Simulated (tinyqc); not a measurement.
Effective charge: two electrons on one impurity (helium-like model).

Units Ha* = 2 Ry m/eps^2 and a* = a0 eps/m. One electron is bound by Z^2/2. Two electrons in the singlet built from exp(-a r) and exp(-b r): S = 8 (ab)^(3/2)/(a + b)^3, h_aa = a^2/2 - Z a, h_bb alike, h_ab = S (ab/2 - Z (a + b)/2), J = ab (a^2 + 3ab + b^2)/(a + b)^3, K = 20 (ab)^3/(a + b)^5, E = (h_aa + h_bb + 2 S h_ab + J + K)/(1 + S^2). For a = b this is a^2 - 2 Z a + 5a/8. Real double donors are deeper, since the central cell is left out.

Inputs chosen for the exercise (out of a larger set: near those of impurities in Si; not measured data):

| symbol | value | unit | meaning |
|---|---|---|---|
| m | 0.317 | m0 | one mean mass |
| eps | 11.9 |  | dielectric constant |
| Zs | (0.99, 1.06, 1.23, 1.45, 1.91, 2.49, 3.48) |  | charges |

Ha* = 60.9138 meV

Binding of the first electron, of the second (-E - Z^2/2) with equal and with unequal orbitals, and U, the first less the second (unequal).

Results (meV):

| Z | first | second, equal | second, unequal | a/b | U | U/(Z Ha*) |
|---|---|---|---|---|---|---|
| 0.99 | 29.9 | -1.89 | 0.62 | 3.79 | 29.2 | 0.485 |
| 1.06 | 34.2 | -0.19 | 2.13 | 3.19 | 32.1 | 0.497 |
| 1.23 | 46.1 | 5.20 | 7.26 | 2.57 | 38.8 | 0.518 |
| 1.45 | 64.0 | 14.78 | 16.67 | 2.21 | 47.4 | 0.536 |
| 1.91 | 111.1 | 44.34 | 46.07 | 1.88 | 65.0 | 0.559 |
| 2.49 | 188.8 | 99.99 | 101.62 | 1.68 | 87.2 | 0.575 |
| 3.48 | 368.8 | 242.31 | 243.87 | 1.52 | 125.0 | 0.590 |

Equal orbitals bind a second electron only above Z = (5/16)/(1 - 1/sqrt2) = 1.067; unequal ones do so in 7 of the 7 rows. Their gain is 2.51 meV in the first row and 1.56 in the last, while the second binding grows to 244 meV, so the gain decides the matter only near Z = 1. U grows almost linearly with Z: U/(Z Ha*) goes from 0.485 to 0.590, towards 5/8, while the first binding grows as Z^2. Angular correlation is left out: at Z = 1 this function binds the second electron by 0.0133 Ha*, half the exact 0.0278.

tinyqc: `OMP_NUM_THREADS=1 python tinyqc.py 1251307 1251308 out.jsonl`; about 0.04 s, one thread, shared Intel(R) Xeon(R) Processor @ 2.30GHz.
